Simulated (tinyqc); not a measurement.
The starting point: quasiparticle equation with a plasmon-pole self-energy for two band edges.

For each edge E = e + X + Sc(E), with the correlation part Sc(E) = A[0]/(E - a + w) + A[1]/(E - b - w); a and b are the valence and conduction energies that enter the Green function (a = ev, b = ec in the one-shot scheme). Z = 1/(1 - dSc/dE), dSc/dE = -A[0]/(E - a + w)^2 - A[1]/(E - b - w)^2.

Parameters, chosen for this exercise (scales of the order of those of AlN; the results hold for these values, not for the real material): ev = 0 eV (mean-field valence top); ec = 4 eV (mean-field conduction edge); w = 18.5 eV (pole energy); Av = (83.3, 43.4) eV^2 (weights of the valence state on the hole and electron poles); Ac = (44.5, 79.9) eV^2 (the same for the conduction state); Xv = -4 eV (exchange minus the mean-field potential, valence); Xc = 4.02 eV (the same, conduction).

The mean-field gap is opened by d (ev lowered by d/2, ec raised by d/2) and X is changed by the opposite amounts, so that e + X stays; one-shot and G-updated gaps.

Gaps (eV):
```
d    start  one-shot  update G
0.0  4.000    6.3230    6.6881
0.2  4.200    6.3515    6.6881
0.6  4.600    6.4078    6.6881
0.9  4.900    6.4495    6.6881
1.2  5.200    6.4907    6.6881
1.6  5.600    6.5450    6.6881
```

Give the missing row, d = 0.4.

Computed row:
```
d    start  one-shot  update G
0.4  4.400    6.3797    6.6881
```

The one-shot gap moves by a fraction 0.14 of any change of the starting gap, while the updated gap, 6.6881 eV, does not depend on it. The two agree where the start already equals the result, near d = 2.69 eV. A real change of starting point alters the orbitals and the screening too; this model holds both fixed.

tinyqc: `OMP_NUM_THREADS=1 python tinyqc.py 1880089 1880090 out.jsonl`; about 0.01 s, one thread, shared Intel(R) Xeon(R) Processor @ 2.30GHz.
